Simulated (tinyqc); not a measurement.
## Fully depleted semiconductor-on-insulator film with two gates, non-linear Poisson equation by Newton steps: charge against front-gate voltage

One dimension across the film, front interface at x = 0, back interface at x = ts. psi is counted from the intrinsic level, n = ni exp(psi/Vt) (source grounded), holes neglected, acceptors ionised. Gates act through Cox = eps0 eox/tox and Cbox = 3.9 eps0/tb with potentials G1 = Vg - (phiM - chi - Vt ln(Nc/ni)) and G2 = Vb - (phiB - chi - Vt ln(Nc/ni)). Classical Boltzmann densities, no interface charge, no depletion in the back plane.

ni = sqrt(Nc Nv) exp(-Eg/(2 Vt)), Eg in volts. The Poisson equation eps0 eps_r d2psi/dx2 = q (n + Na), with -eps0 eps_r dpsi/dx = Cox (G1 - psi) at x = 0 and eps0 eps_r dpsi/dx = Cbox (G2 - psi) at x = ts, is solved on 300 equal intervals with half boxes at both ends; N_inv is the trapezoid sum of n. Swing = ln 10/(d ln N_inv/dVg); the last column is (dN_inv/dVb)/(dN_inv/dVg).

Inputs (values chosen for the exercise); band and dielectric values close to those of silicon: temperature T = 300 K; band gap Eg = 1.11 eV; relative permittivity eps_r = 11.6; conduction-band density of states at T Nc = 2.75e19 cm^-3; valence-band density of states at T Nv = 2.68e19 cm^-3; electron affinity chi = 4.04 eV; relative permittivity of the gate insulator (close to silicon dioxide) eox = 3.9; insulator thickness tox = 3.4 nm; film thickness ts = 12 nm; buried-oxide thickness (eps_r 3.9) tb = 87 nm; acceptor density of the film Na = 1e15 cm^-3; work function of the front gate phiM = 4.17 eV; work function of the back plane phiB = 5.09 eV; back-gate voltage Vb = 0 V.

Constants: q = 1.602176634e-19 C, kB = 1.380649e-23 J/K, Vt = kB T/q, eps0 = 8.8541878128e-14 F/cm where lengths are in cm. Results are converted to the units shown.

Charge against front-gate voltage:
```
Vg (V)	psi front (V)	psi back (V)	N_inv (cm^-2)	centroid/ts	swing (mV/decade)	q dN_inv/dVg over Cox	back/front leverage
-0.35	0.0546	0.0302	8.27e4	0.422	62.9	4.77e-7	0.0571
-0.2	0.199	0.168	2.01e7	0.403	62.9	1.16e-4	0.0562
-0.05	0.343	0.306	4.72e9	0.383	65.0	0.0264	0.0552
0.1	0.454	0.398	2.33e11	0.329	163	0.518	0.0512
0.25	0.503	0.419	8.66e11	0.253	412	0.764	0.0461
0.4	0.531	0.426	1.64e12	0.202	701	0.850	0.0435
0.55	0.550	0.429	2.47e12	0.168	1.01e3	0.891	0.0421
0.7	0.564	0.430	3.33e12	0.145	1.32e3	0.915	0.0413
0.85	0.575	0.432	4.21e12	0.128	1.64e3	0.931	0.0407
```

What does the comparison show?

N_inv passes 1e11 cm^-2 at Vg = 0.0518 V. The swing starts at 62.9 mV a decade, against (1 + k) Vt ln 10 = 61.7 for a front channel with k = Cs Cbox/(Cox (Cs + Cbox)) = 0.0373, Cs = eps0 eps_r/ts; above threshold this column is no longer a subthreshold swing. The centroid falls from 0.422 to 0.128 of ts and the leverage of the back gate falls from 0.0571 to 0.0407. For Vg = 0.4, 0.55, 0.7, 0.85 the density at an interface exceeds 0.3 Nc, where Boltzmann statistics fail. For Vg = 0.4, 0.55, 0.7, 0.85 the classical centroid lies within 3 nm of an interface, where confinement, left out, would push it away.

Program tinyqc, `OMP_NUM_THREADS=1 python tinyqc.py 2190106 2190107 out.jsonl`; Intel Xeon 2.30GHz, shared host, one thread, about 0.6 s.
